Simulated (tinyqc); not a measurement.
Width of the well: optical transitions of a finite quantum well.

Each carrier sees a square well of width L with its own depth V and masses m (inside), mb (outside); c = hbar^2/2m0, k = sqrt(m E/c), kappa = sqrt(mb (V - E)/c), and level n solves k L + 2 atan[(k/m)/(kappa/mb)] = n pi. The envelope is cos(kz) for odd n and sin(kz) for even n inside, joins exp(-kappa (|z| - L/2)) outside, and is normalised to 1. Excitons and band mixing are left out.

Constants: hbar^2/2m0 = 3.80998211 eV angstrom^2; hc = 1239.841984 eV nm.

Inputs chosen for the exercise (near those of an InGaAs well in InAlAs; the results hold for these values, not for the real material): Eg = 0.8 eV (gap of the well); Vc = 0.523 eV (conduction offset); Vv = 0.218 eV (valence offset); me = 0.0413 m0 (electron, well); meb = 0.0779 m0 (electron, barrier); mh = 0.384 m0 (heavy hole along z, well); mhb = 0.408 m0 (heavy hole, barrier); ml = 0.0527 m0 (light hole along z, well); mlb = 0.0863 m0 (light hole, barrier); Ls = (25, 36, 44, 53, 74, 105, 145) angstrom (widths).

Edge wavelength hc/(Eg + e1 + hh1), squared e1-hh1 overlap, lh1 - hh1, and the 1-2 intersubband energy with f_12 = (m1/c) E12 z_12^2, 1/m1 = <1|1/m|1> (dash: e2 unbound).

Results:

| L (angstrom) | edge (nm) | overlap^2 | lh1 - hh1 (meV) | E12 (meV) | f_12 |
|---|---|---|---|---|---|
| 25 | 1114.6 | 0.9347 | 74.0 | - | - |
| 36 | 1219.1 | 0.9480 | 65.7 | - | - |
| 44 | 1274.6 | 0.9549 | 58.2 | 373.4 | 0.518 |
| 53 | 1322.5 | 0.9611 | 50.5 | 335.5 | 0.928 |
| 74 | 1396.2 | 0.9713 | 36.6 | 228.7 | 0.975 |
| 105 | 1454.1 | 0.9805 | 24.2 | 138.9 | 0.968 |
| 145 | 1490.9 | 0.9871 | 15.6 | 83.8 | 0.963 |

The edge tunes from 1115 to 1491 nm, towards hc/Eg = 1550 nm, while the overlap goes from 0.935 to 0.987. e2 binds at L = pi sqrt(c/(me Vc)) = 41.7 angstrom; f_12 starts from zero there and is 0.518 at 44 angstrom, the rest going to the continuum; among the widths listed it peaks at 0.975 (74 angstrom) and is 0.963 in the widest well, against 0.961 for hard walls.

Run: tinyqc, `OMP_NUM_THREADS=1 python tinyqc.py 1281146 1281147 out.jsonl`; Intel(R) Xeon(R) Processor @ 2.30GHz, one thread, shared host; about 0.06 s of CPU time with all checks.
